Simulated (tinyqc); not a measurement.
Inside a calculation. Model: donor or exciton in a quantum well (variational effective-mass method). Computed by tinyqc, a small Python program that keeps every step. Command: `OMP_NUM_THREADS=1 python tinyqc.py 3031392 3031393 out.jsonl welldonor walk`. One thread of a shared host (Intel(R) Xeon(R) Processor @ 2.30GHz), about 0.1 s of CPU time with the checks. Intermediate numbers are printed to about 6 digits and carried at full precision; extremes and crossings named in words are read from the listed rows.

H = -nabla^2 - 2/|r - r_i| + V(z) in effective units; trial function psi = f(z) exp(-|r - r_i|/lambda), f the ground state of the well. Mass and screening are the same in well and barrier; l = L/a* is the width in effective units. Bands are flat: no polarisation or applied field.

Inputs (values chosen for the exercise, for a model semiconductor):

| quantity | value | unit |
|---|---|---|
| electron mass m | 0.0838 | m_0 |
| dielectric constant eps | 9.31 | - |
| well width L | 5.7 | nm |
| trial radius lambda | 0.4 | a* |
| donor position z_i/L from the centre | 0.4 | - |
| barrier height V_0 | 0.19 | eV |

Centre: donor. Barriers: finite.

Constants: Ry = 13.605693123 eV; a_0 = 0.529177210903 angstrom.

## Effective units

Ry* = Ry m/eps^2, a* = a_0 eps/m; l = L/a*.

mass used = 0.0838 m_0

Ry* = 13.1542 meV

a* = 5.87905 nm

l = 0.969545

## The subband

k solves k tan(k l/2) = sqrt(v - k^2), v = V_0/Ry*, 0 < k l/2 < pi/2 (bisection); f = cos(k z) inside and cos(k l/2) exp(-kappa (|z| - l/2)) outside, kappa = sqrt(v - k^2); subband energy k^2 Ry*.

k = 2.05914 1/a*

subband energy = 55.7747 meV

kappa = 3.19436 1/a*

## Binding at the trial radius

Binding E_b(lambda) = -1/lambda^2 + 4 A/(lambda B), with A = int f^2 exp(-2 s/lambda) dz, B = int f^2 exp(-2 s/lambda)(1 + 2 s/lambda) dz and s = |z - z_i|; 40 Gauss-Legendre points on each piece between the walls at z = -l/2 and l/2 and z_i, and out to 12/(kappa + 1/lambda) beyond the walls.

A = 0.193763 a*

B = 0.372111 a*

E_b(lambda) = -1.04288 Ry*

## Best radius

Golden-section search for the maximum over lambda from 0.3 to 4, 40 steps.

best lambda = 1.04586 a*

binding in Ry* = 1.51044

binding energy = 19.8687 meV

radius lambda a* = 6.14865 nm

Confinement changes the binding by a factor 1.510 against the bulk value (with finite barriers it peaks in a narrow well and returns to 1 as L tends to 0, and away from the walls of a wide well it tends to 1).

## Binding against well width

Each row maximises over lambda (golden section, 0.3 to 4).

Against width:

| L (nm) | lambda (a*) | binding (Ry*) | binding (meV) |
|---|---|---|---|
| 0.85 | 0.92007 | 1.65871 | 21.8191 |
| 1.70 | 0.89000 | 1.86294 | 24.5056 |
| 3.10 | 0.92745 | 1.80720 | 23.7724 |
| 5.70 | 1.04586 | 1.51044 | 19.8687 |
| 10.00 | 1.19788 | 1.17994 | 15.5213 |
| 18.00 | 1.31085 | 0.89404 | 11.7604 |

The binding peaks at 1.863 Ry* near L = 1.7 nm: in narrower wells the envelope leaks into the barriers and returns towards three dimensions. In the widest well it is 0.894 Ry*; below 1 because the donor is off centre, where the envelope is small. Rows under about 2 nm are a few atomic layers, where the envelope model is only a guide.

## Binding against position

The formulas are those given above.

Against position:

| z_i/L | lambda (a*) | binding (Ry*) | binding (meV) |
|---|---|---|---|
| 0.0 | 0.89592 | 1.91261 | 25.1588 |
| 0.1 | 0.90354 | 1.88314 | 24.7712 |
| 0.2 | 0.92800 | 1.79802 | 23.6516 |
| 0.3 | 0.97376 | 1.66773 | 21.9377 |
| 0.4 | 1.04586 | 1.51044 | 19.8687 |
| 0.5 | 1.14466 | 1.34911 | 17.7465 |

From the centre to the wall the binding falls from 25.159 to 17.747 meV, 71 % of the centre value, since the walls keep the electron away from an off-centre ion; uniform doping thus gives a band of levels 7.412 meV wide, with a peak in its density at the centre value, where the slope vanishes.

Checks made by the program: the wide-well limit, 1 Ry* (relative difference 3e-03).
